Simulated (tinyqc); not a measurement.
Inside a calculation. Model: harmonic transition-state theory with quantum, tunnelling and friction corrections. Computed by tinyqc, a small Python program that keeps every step. Command: `OMP_NUM_THREADS=1 python tinyqc.py 3028731 3028732 out.jsonl rates walk`. One thread of a shared host (Intel(R) Xeon(R) Processor @ 2.30GHz), about 0.04 s of CPU time with the checks. Intermediate numbers are printed to about 6 digits and carried at full precision; extremes and crossings named in words are read from the listed rows.

One atom hops between equivalent sites; three modes at the minimum and two real modes at the saddle are treated as harmonic, the rest of the crystal as unchanged; melting is ignored, so hot rows may lie above the melting point.

Inputs (values chosen for the exercise, modelled on interstitial hydrogen in silicon):

| quantity | value | unit |
|---|---|---|
| barrier E_b | 0.476 | eV |
| imaginary frequency at the saddle nu_b | 28.4 | THz |
| temperature T | 420 | K |
| jump length d | 1.92 | angstrom |
| number of jump directions z | 6 | - |

Lattice of sites: three-dimensional. Correction studied: tunnelling.

frequencies at the minimum (THz): 32.7  57.2  57.3

real frequencies at the saddle (THz): 34.3  63.9

Constants: k_B = 8.617333262e-05 eV/K; h x 1 THz = 4.135667696 meV.

## Classical rate and diffusivity

Vineyard: nu* = product of minimum frequencies / product of real saddle frequencies; k_cl = nu* exp(-E_b/(k_B T)). Activation entropy S = k_B ln(nu* h/(k_B T)); for uncorrelated jumps D = z k d^2/6 and D0 = z nu* d^2/6; 1 angstrom^2 = 1e-16 cm^2.

prefactor nu* = 48.8994 THz

classical rate k_cl = 9.49631e+07 1/s

activation entropy in the Eyring form = 1.72055 k_B

classical diffusivity D = 3.50072e-08 cm^2/s

prefactor D0 = 0.0180263 cm^2/s

Caution: h nu exceeds k_B T, so zero-point and tunnelling corrections to the classical rate matter.

## Quantum harmonic rate

Quantum harmonic: k_q = (k_B T/h) [prod 2 sinh(x_i/2) (minimum) / prod 2 sinh(x_j/2) (saddle)] exp(-E_b/(k_B T)), x = h nu/(k_B T). Zero-point correction to the barrier = (h/2)(sum of saddle frequencies - sum of minimum frequencies).

x at the minimum: 3.73655  6.53611  6.54754

x at the saddle: 3.91938  7.30171

zero-point correction = -101.324 meV

quantum harmonic rate k_q = 2.77608e+08 1/s

ratio k_q/k_cl = 2.92333

To second order in x the ratio is 1 + (sum x_i^2 - sum x_j^2)/24 = 2.2865; the x are too large for that expansion.

## Tunnelling factors

With u = h nu_b/(k_B T): Wigner factor 1 + u^2/24; parabolic barrier (Bell) (u/2)/sin(u/2), valid above T_c = h nu_b/(2 pi k_B); symmetric Eckart barrier: kappa = int_0^infinity P(E) exp(-(E - E_b)/(k_B T)) dE/(k_B T), P = (cosh 2a - 1)/(cosh 2a + cosh 2d), a = alpha sqrt(E/E_b), alpha = 2 pi E_b/(h nu_b), 2d = 2 sqrt(alpha^2 - pi^2/4).

u = 3.24520

crossover temperature T_c = 216.926 K

Wigner factor = 1.43881

Bell factor = 1.62478

Eckart factor = 1.62386

T/T_c = 1.94: tunnelling near the top of the barrier speeds the rate.

## Corrections over temperature

A dash marks the Bell factor within 3 % of T_c or below.

Rates and factors:

| T/T_c | T (K) | k_cl (1/s) | k_q/k_cl | Wigner | Bell | Eckart |
|---|---|---|---|---|---|---|
| 0.70 | 151.85 | 7.78123e-03 | 149.220 | 4.35701 | - | 4.30864e+02 |
| 0.85 | 184.39 | 4.77503e+00 | 46.203 | 3.27673 | - | 2.97307e+01 |
| 1.00 | 216.93 | 4.27096e+02 | 20.882 | 2.64493 | - | 8.68306e+00 |
| 1.20 | 260.31 | 2.97615e+04 | 10.149 | 2.14232 | 5.23599 | 3.94269e+00 |
| 1.50 | 325.39 | 2.07388e+06 | 5.133 | 1.73108 | 2.41840 | 2.28987e+00 |
| 2.00 | 433.85 | 1.44515e+08 | 2.759 | 1.41123 | 1.57080 | 1.57430e+00 |
| 3.00 | 650.78 | 1.00703e+10 | 1.637 | 1.18277 | 1.20920 | 1.22621e+00 |
| 5.00 | 1084.63 | 3.00295e+11 | 1.206 | 1.06580 | 1.06896 | 1.08115e+00 |
| 10.00 | 2169.26 | 3.83200e+12 | 1.049 | 1.01645 | 1.01664 | 1.02301e+00 |

Among these rows Wigner agrees with Eckart to 5 % from T/T_c = 3 upwards. In the first row the Eckart factor is 431 against 4.36: the Wigner form keeps only the first term in u^2. The Bell factor diverges at T_c, because an inverted parabola has no bottom. Caution: rows below T_c rest on a separable one-dimensional tunnelling factor, which is unreliable there.

Checks made by the program: quantum rate against the classical one at very high temperature (relative difference 2e-07).
